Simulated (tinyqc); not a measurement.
Inside a calculation: k.p values derived from sp3s* tight binding at Gamma. Values are carried at full precision from step to step, so a last printed digit may differ when a step is redone from the rounded ones.

At Gamma the states are two-level mixtures: s-like S+ (upper) and S- (lower) from [[Esa, Vss], [Vss, Esc]], p-like P- (valence) and P+ from [[Epa, Vxx], [Vxx, Epc]], and the bare s* levels. With real k in 1/angstrom and kz = 0, the phase sums over the four bonds are g0 = 1 - (a k/4)^2/2, g1 = i a kx/4, g3 = -(a/4)^2 kx ky to second order. Each mixture is written (anion, cation) with the anion part positive. c = hbar^2/2m0. No spin-orbit coupling.

Constants: hbar^2/2m0 = 3.80998211 eV angstrom^2.

Inputs chosen for the exercise (near a published set for GaSb, fitted to gaps, whose masses and valley positions are rough; the results hold for these values, not for the real material):
- Esa = -7.338 eV (s level of the anion)
- Esc = -3.941 eV (s level of the cation)
- Epa = 0.844 eV (p level of the anion)
- Epc = 2.899 eV (p level of the cation)
- Vss = -6.169 eV (s-s)
- Vxx = 1.602 eV (px-px)
- a = 6.093 angstrom (lattice constant)
- Vsapc = 5.023 eV (s anion, p cation)
- Vscpa = 4.721 eV (s cation, p anion)
- Vxapc = 4.997 eV (s* anion, p cation)
- Vpaxc = 4.177 eV (p anion, s* cation)
- Exa = 6.731 eV (s* level of the anion)
- Exc = 6.026 eV (s* level of the cation)
- Vxy = 4.1 eV (px-py)

## States at Gamma

Solve the two blocks.

States:

| state | E (eV) | anion part | cation part |
|---|---|---|---|
| S- | -12.03805 | 0.795440 | 0.606032 |
| P- | -0.03170 | 0.877463 | -0.479645 |
| S+ | 0.75905 | 0.606032 | -0.795440 |
| P+ | 3.77470 | 0.479645 | 0.877463 |

## Linear terms and the Kane energy

<s state|dH/dkx|x state> = i P with P = (a/4)(sa pc Vsapc + sc pa Vscpa), sa, sc and pa, pc being the parts of the two states; for s* on the anion P = (a/4) pc Vxapc, on the cation (a/4) pa Vpaxc. Ep = P^2/c for S+ to P-.

Couplings:

| pair | P (eV angstrom) | E(first) - E(second) (eV) |
|---|---|---|
| S+ to P- | -7.24336 | 0.79075 |
| S+ to P+ | 1.32505 | -3.01565 |
| S- to P- | 0.90491 | -12.00635 |
| s*a to P- | -3.65091 | 6.76270 |
| s*c to P- | 5.58296 | 6.05770 |

Ep = 13.771 eV

The two terms of S+ to P- have the same sign and add: S+ and P- both change sign from anion to cation. An on-site momentum element between s and p, which real atoms have, is absent from this model.

## Electron mass

m0/m = [<S+|d2H/dkx^2|S+>/2 + sum P^2/(E(S+) - E(P))]/c over P- and P+, with the direct term -(a/4)^2 sa sc Vss.

parts of m0/m: direct -1.811, from P- 17.415, from P+ -0.153

mass = 0.0647 m0

The valence band supplies 113 % of m0/m; the direct term, which stands in for the free-electron 1, is -1.81. Sets of this kind were fitted to gaps and often give too heavy a mass, by up to a factor of two.

## Valence parameters L, M, N and the Luttinger values

Direct terms d0 = -(a/4)^2 pa pc Vxx, dN = -2 (a/4)^2 pa pc Vxy for P-. F = sum P^2/(E(P-) - E(s)) over S+, S-, s*a, s*c. The y state of P- couples to the z state of P+ through Q = (a/4) Vxy (pa p'c - pc p'a), primes for P+, and H1 = Q^2/(E(P-) - E(P+)). L = d0 + F, M = d0 + H1, N = dN + F + H1; g1 = -(L + 2M)/(3c), g2 = -(L - M)/(6c), g3 = -N/(6c).

d0, dN, F, Q, H1 (eV angstrom^2; Q in eV angstrom): 1.5644  8.0076  -73.3982  6.2453  -10.2470

L, M, N (eV angstrom^2): -71.834  -8.683  -75.638

g1, g2, g3: 7.804  2.763  3.309

Along [100] the masses without spin-orbit coupling are c/|L| = 0.053 (one band) and c/|M| = 0.439 (two bands).

## Checks

- Electron mass against a finite difference of the full bands: 0.06472 against 0.06473.
- L and M against finite differences along [100]: largest relative difference 7.7e-05.
- Lowest curvature along [111], (L + 2M + 2N)/3, against a finite difference: -80.158 against -80.152.

(tinyqc, `OMP_NUM_THREADS=1 python tinyqc.py 1451268 1451269 out.jsonl`, Intel(R) Xeon(R) Processor @ 2.30GHz, 1 thread, shared host, about 0.01 s.)
